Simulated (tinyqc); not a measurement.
## Mass and degeneracy from charge and saturation current

Question. At high drain voltage only states moving towards the drain are filled: n = (N0/2) F_0(eta), N0 = gv m kB T/(pi hbar^2), F_0(x) = ln(1 + exp x), and I = q (N0/2) vT F_(1/2)(eta) per width, vT = sqrt(2 kB T/(pi m)), F_(1/2)(x) = (2/sqrt(pi)) int_0^infinity u^(1/2)/(1 + exp(u - x)) du. Find eta and m.

Parameters, values chosen for the exercise:
- T = 200 K (temperature)
- gv = 1 (valley degeneracy)

Constants: q = 1.602176634e-19 C, kB = 1.380649e-23 J/K, hbar = 1.054571817e-34 J s, m0 = 9.1093837015e-31 kg. Results are converted to the units shown.

n = 6.1000428e12 cm^-2
I = 2191.6703 uA/um

Answer. The mass drops out of I^2/(q^2 n) = gv (kB T)^2 F_(1/2)^2/(pi^2 hbar^2 F_0), which rises with eta and so fixes it; n then gives m.

eta = 8.69
m = 0.195 m0

Program tinyqc, `OMP_NUM_THREADS=1 python tinyqc.py 2400032 2400033 out.jsonl`; Intel Xeon 2.30GHz, shared host, one thread, about 0.01 s.
